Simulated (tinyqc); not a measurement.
Ion-assisted plasma etching: sheath, surface coverage, synergy and aspect-ratio dependence. Changing the plasma density n_e. Computed by tinyqc, a small Python program. Command: `OMP_NUM_THREADS=1 python tinyqc.py 3020840 3020841 out.jsonl etch sweep`. One thread of a shared host (Intel(R) Xeon(R) Processor @ 2.30GHz), about 0.01 s of CPU time with the checks.

Radicals adsorb on bare sites; ions remove covered sites with a high yield and bare sites by sputtering; a slow spontaneous reaction acts everywhere, walls included.

Inputs (values chosen for the exercise, close to those used for silicon in a halogen plasma): electron temperature T_e = 3.8 eV; ion mass M_i = 80 u; sheath voltage V = 44 V; radical density n = 5.8e+13 1/cm^3; radical mass M_n = 80 u; gas temperature T_g = 400 K; sticking coefficient s = 0.66; radicals per removed unit x = 3; yield slope b = 0.36 eV^(-1/2); threshold E_th = 27 eV; sputter slope b_p = 0.026 eV^(-1/2); sputter threshold E_p = 39 eV; spontaneous reaction probability k_c = 0.00029; solid density N = 5e+22 1/cm^3; ion temperature T_i = 0.52 eV.

Feature: long trench.

Constants: e = 1.602176634e-19 C; u = 1.6605390666e-27 kg; k_B = 1.380649e-23 J/K; eps_0 = 8.8541878128e-12 F/m.

Method:
- Bohm speed u_B = sqrt(e T_e/M_i); ion flux G_i = 0.61 n_e u_B; radical flux G_n = n c/4 with c = sqrt(8 k_B T_g/(pi M_n)).
- Debye length lambda_D = sqrt(eps_0 T_e/(e n_s)) with n_s = 0.61 n_e, T_e in volts; Child-law sheath d = (sqrt2/3) lambda_D (2 V/T_e)^(3/4); ion energy E = V + T_e/2; angular spread = arctan(sqrt(T_i/E)).
- Yields: Y = b (sqrt(E) - sqrt(E_th)) on covered sites, Y_p = b_p (sqrt(E) - sqrt(E_p)) on bare ones (zero below threshold).
- Steady coverage: s G_n (1 - theta) = x Y G_i theta; removal flux = Y G_i theta + Y_p G_i (1 - theta) + k_c G_n; rate = flux/N, 1 cm/s = 6e8 nm/min.
- Lateral rate = k_c G_n/N; anisotropy = 1 - lateral/vertical; synergy = vertical/(ions alone + radicals alone), with ions alone Y_p G_i/N and radicals alone the lateral rate.

One run for each value:
```
plasma density n_e (1/cm^3)  vertical rate (nm/min)  coverage theta  anisotropy  sheath thickness (um)
2.00e+09                                       3.42         0.99857     0.52004                 2064.7
4.30e+09                                       5.46         0.99693     0.69932                 1408.1
9.50e+09                                      10.05         0.99325     0.83660                  947.3
2.10e+10                                      20.08         0.98520     0.91822                  637.2
4.50e+10                                      40.50         0.96882     0.95946                  435.3
9.70e+10                                      82.57         0.93513     0.98012                  296.5
2.10e+11                                     164.85         0.86943     0.99004                  201.5
4.60e+11                                     312.40         0.75247     0.99474                  136.1
1.00e+12                                     529.95         0.58305     0.99690                   92.3
```

Describe and explain the trends.

Over the rows, vertical rate (nm/min) rises from 3.42 to 530 (exponent d ln y / d ln x 0.61 between the first rows and 0.68 between the last); coverage theta falls from 0.999 to 0.583 (exponent d ln y / d ln x -0.0021 between the first rows and -0.33 between the last); anisotropy rises from 0.520 to 0.997 (exponent d ln y / d ln x 0.39 between the first rows and 0.0028 between the last). The exponent of sheath thickness stays at -0.50: the sheath scales with the Debye length. More ions lower the coverage and raise the vertical rate at a fixed lateral one.

Caution (rows 2.00e9): a sheath of several millimetres is collisional at usual pressures, which lowers the ion energy and widens the angles.
